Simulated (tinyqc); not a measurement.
Double-gate transistor, scale length and short-channel effects: two steps of the calculation.

A body of thickness ts between two insulators of thickness ti and two tied gates. Below threshold the potential that source and drain add obeys Laplace's equation and vanishes on the gate. Its lowest mode decays along the channel as exp(-k y); k is the smallest positive root of the matching condition at the interface, and the scale length is Lambda = pi/k.

Inputs (values chosen for the exercise); permittivities: semiconductor close to that of gallium nitride, insulator close to that of silicon nitride:
```
symbol,value,unit,meaning
eps_r,9.53,,relative permittivity of the semiconductor
ei,7.83,,relative permittivity of the insulator
ti,3.1,nm,insulator thickness
ts,3.3,nm,body thickness
```

Question 1. Decay constant by Newton steps. f(k) = ei cos(k ti) cos(k ts/2) - eps_r sin(k ti) sin(k ts/2); f' by a central difference with +/- 1e-5 1/nm; k(new) = k - f/f'.

k at the start = 0.3325 1/nm

Wanted: f; f'; k after iteration 1.

Answer 1.

f = -0.8276
f' = -40.66 nm
k after iteration 1 = 0.3121 1/nm

Question 2. Scale length against simple estimates. Lambda = pi/k and l = 1/k. A parabolic potential across the structure gives l(parabolic) = sqrt((eps_r/(2 ei)) ts ti (1 + ei ts/(4 eps_r ti))).

k = 0.31212951 1/nm

Give: Lambda; l; l(parabolic).

Answer 2.

Lambda = 10.07 nm
l = 3.204 nm
l(parabolic) = 2.754 nm

tinyqc, about 0.01 s, one thread, Intel Xeon 2.30GHz (shared host): `OMP_NUM_THREADS=1 python tinyqc.py 2420084 2420085 out.jsonl`
